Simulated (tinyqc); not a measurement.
MOS structure on a p-type body with a doping step (retrograde), non-linear Poisson equation by Newton steps: one step of the calculation.

One dimension, insulator interface at x = 0, acceptor density N1 for x < x1 and Na beyond, net doping C = -(acceptor density). psi is counted from the intrinsic level: n = ni exp((psi - Vb)/Vt), p = ni exp(-psi/Vt); deep in the body psi_b = -Vt ln(Na/ni). The gate acts through Cox = eps0 eox/tox and has the potential psi_G = Vg - (phiM - chi - Vt ln(Nc/ni)). Boltzmann statistics, full ionisation, classical densities, no oxide or interface charge.

Problem. Scales and end potentials. ni = sqrt(Nc Nv) exp(-Eg/(2 Vt)), Eg in volts; Cox, psi_G and psi_b as defined.

Values chosen for this exercise; band and dielectric values close to those of silicon: temperature T = 300 K; band gap Eg = 1.14 eV; conduction-band density of states at T Nc = 2.84e19 cm^-3; valence-band density of states at T Nv = 2.6e19 cm^-3; electron affinity chi = 4.05 eV; acceptor density deep in the body Na = 2.7e17 cm^-3; relative permittivity of the gate insulator (close to silicon dioxide) eox = 3.9; insulator thickness tox = 3.5 nm; gate work function phiM = 4.49 eV; gate voltage against the body Vg = 0.13 V.

Constants: q = 1.602176634e-19 C, kB = 1.380649e-23 J/K, Vt = kB T/q, eps0 = 8.8541878128e-14 F/cm where lengths are in cm. Results are converted to the units shown.

Find: ni; Cox; psi_G; psi_b.

Solution.

ni = 7.2205e9 cm^-3
Cox = 0.98661 uF/cm^2
psi_G = 0.26114 V
psi_b = -0.45078 V

Numbers from tinyqc (`OMP_NUM_THREADS=1 python tinyqc.py 2080070 2080071 out.jsonl`; about 0.4 s on one thread of a shared Intel Xeon 2.30GHz).
